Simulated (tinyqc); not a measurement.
Length of a molecular wire: coherent transport through a tight-binding bridge. Computed by the program tinyqc. Command: `OMP_NUM_THREADS=1 python tinyqc.py 110866 110867 out.jsonl`; one thread of a shared host (Intel(R) Xeon(R) Processor @ 2.60GHz), about 1 s.

A uniform bridge between two chains:
```
parameter,value
site energy (eV),1.400000
hopping in the bridge (eV),0.610000
lead hopping (eV),2.040000
couplings (eV),"1.16, 0.9"
E (eV),-0.230000
```

T = Gamma_L Gamma_R |G_1n|^2 with the self-energies of semi-infinite chains.

Transmission against length:
```
sites,T,ln T
2,5.9129e-02,-2.828
3,1.1929e-02,-4.429
4,2.4135e-03,-6.027
5,4.8869e-04,-7.624
6,9.8966e-05,-9.221
7,2.0043e-05,-10.818
8,4.0590e-06,-12.415
9,8.2204e-07,-14.011
10,1.6648e-07,-15.608
```

E lies outside the band of the bridge (|E - e|/2h = 1.336 > 1), so T decays as exp(-beta n) with beta = 2 arccosh(1.336) = 1.5969 a site; the last two rows give 1.5969.
